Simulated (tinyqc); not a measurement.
Comparisons within one model: buckled dimers of a reconstructed (001) surface, two dangling bonds a dimer. A value that a table varies takes the place of the one given here.

In a dimer one atom moves up by z and the other down by z; the dangling bond of the up atom (more s-like) falls by gm z and that of the down atom rises by gm z. With all dimers tilted alike: H(k) = [[-gm z - 2 ta cos k, -tp - 2 tx cos k], [., gm z - 2 ta cos k]], k along the row in 1/a. Two electrons a dimer fill the lowest N of the 2N levels on the mesh k_j = (j + 1/2) pi/N. Total energy a dimer: W(z) = (2/N) sum of the filled levels + kf z^2. Repulsion between electrons is left out.

Values chosen for the exercise (of the size met on Si(001); shifted at random, so the results belong to these values and not to a real crystal):
- tp = 0.22 eV (pi coupling inside a dimer)
- ta = 0.08 eV (coupling between like atoms along the row)
- tx = 0.05 eV (diagonal coupling along the row)
- gm = 2.2 eV/angstrom (shift of a dangling bond with height)
- kf = 9.6 eV/angstrom^2 (force constant of buckling)
- N = 12 (k points)

## Energy against buckling

W relative to z = 0; gap as lowest upper less highest lower level on 201 points from 0 to pi.

Per dimer (eV):
```
z (angstrom)  band energy  elastic        W     gap
0.00               0.0000   0.0000   0.0000  0.1200
0.05              -0.0564   0.0240  -0.0324  0.1812
0.10              -0.1905   0.0960  -0.0945  0.3189
0.15              -0.3620   0.2160  -0.1460  0.4908
0.20              -0.5520   0.3840  -0.1680  0.6801
0.30              -0.9579   0.8640  -0.0939  1.0843
0.40              -1.3793   1.5360   0.1567  1.5045
0.50              -1.8078   2.4000   0.5922  1.9321
0.60              -2.2400   3.4560   1.2160  2.3637
```

W is lowest at z = 0.2 among these rows (-0.1680 eV). The band energy falls as z^2 at first and linearly, as -2 gm z, once gm z is far above tp, so the elastic term always wins at large z. The gap is open at all z.

## Strong pi bonds keep dimers flat

tp is varied; z minimises W on 0 to 1 angstrom; gap on 201 points; charge moved: the mean of gm z/sqrt((gm z)^2 + h^2) over the mesh, h the off-diagonal element.

Against tp:
```
tp (eV)  z (angstrom)  gain (eV)  gap (eV)  charge moved (e)
0.10           0.2226     0.2890    0.6986             0.971
0.20           0.2091     0.1919    0.6998             0.912
0.30           0.1843     0.0891    0.7016             0.804
0.45           0.1097     0.0080    0.7057             0.479
0.60           0.0000     0.0000    0.8800             0.000
0.80           0.0000     0.0000    1.2800             0.000
1.00           0.0000     0.0000    1.6800             0.000
1.30           0.0000     0.0000    2.2800             0.000
1.60           0.0000     0.0000    2.8800             0.000
```

Dimers buckle for tp up to 0.45 eV among these rows; for an isolated dimer the limit is gm^2/kf = 0.504 eV. While buckled, the splitting, on average over k, stays near 2 gm^2/kf = 1.008 eV whatever tp is, and beyond the limit it follows 2 tp; the gap is smaller by the width of the bands, about 4 ta = 0.32 eV.

## Tilting alike or in alternation

Alternation doubles the cell: sites L1, R1, L2, R2 with levels -gm z, +gm z, +gm z, -gm z, -tp inside a dimer, -2 ta cos k between L1-L2 and R1-R2, -2 tx cos k between L1-R2 and R1-L2, on k_j = (j + 1/2) pi/(2N); the lowest half of the levels is filled. Energies a dimer; gaps on these meshes.

Two patterns:
```
z (angstrom)  W alike (eV)  W alternating (eV)  difference (meV)  gap alike (eV)  gap alternating (eV)
0.05               -0.4724             -0.4813              -8.9          0.1837                0.2490
0.10               -0.5345             -0.5482             -13.7          0.3214                0.4376
0.15               -0.5860             -0.5999             -13.9          0.4933                0.6308
0.20               -0.6080             -0.6207             -12.7          0.6826                0.8253
0.30               -0.5339             -0.5439             -10.0          1.0868                1.2246
0.40               -0.2833             -0.2914              -8.0          1.5071                1.6409
0.50                0.1522              0.1455              -6.7          1.9347                2.0658
```

The lowest W listed is -0.6080 eV for like tilts and -0.6207 eV for alternation; the difference at equal z runs from -13.9 to -6.7 meV. With alternation ta joins filled up atoms to empty down atoms and gains energy in second order, about 2 ta^2/(gm z) a dimer at large z, while tx does so for like tilts; here ta = 0.08 and tx = 0.05 eV. At z = 0.3 the gap is 1.087 eV alike and 1.225 eV alternating.

## What each parameter does

z minimises W on 0 to 1 angstrom; gain over flat dimers; gap on 201 points from 0 to pi. Each row changes one parameter from the base and keeps the others.

Results:
```
case                     z (angstrom)  gain (eV)  gap (eV)
base                           0.2051     0.1682    0.7001
tp = 0.187 eV                  0.2114     0.2081    0.6996
ta = 0.11 eV                   0.2051     0.1682    0.5801
tx = 0.08 eV                   0.2033     0.1808    0.7182
gm = 2.376 eV/angstrom         0.2284     0.2377    0.8658
kf = 8.64 eV/angstrom^2        0.2330     0.2141    0.8106
```

The largest shifts from the base row, up to three for each result and ties (the steps differ in size, so this ranks the rows, not the parameters). z (angstrom): kf +0.0279, gm +0.0233, tp +0.0063; unchanged at the printed digits by ta. gain (eV): gm +0.0695, kf +0.0459, tp +0.0399; unchanged at the printed digits by ta. gap (eV): gm +0.1657, ta -0.1200, kf +0.1106.

Computed by tinyqc, a small Python program: `OMP_NUM_THREADS=1 python tinyqc.py 1451198 1451199 out.jsonl` (the numbers bound the seed that draws the inputs); one thread of a shared host (Intel(R) Xeon(R) Processor @ 2.30GHz), about 0.05 s for the whole set of steps.
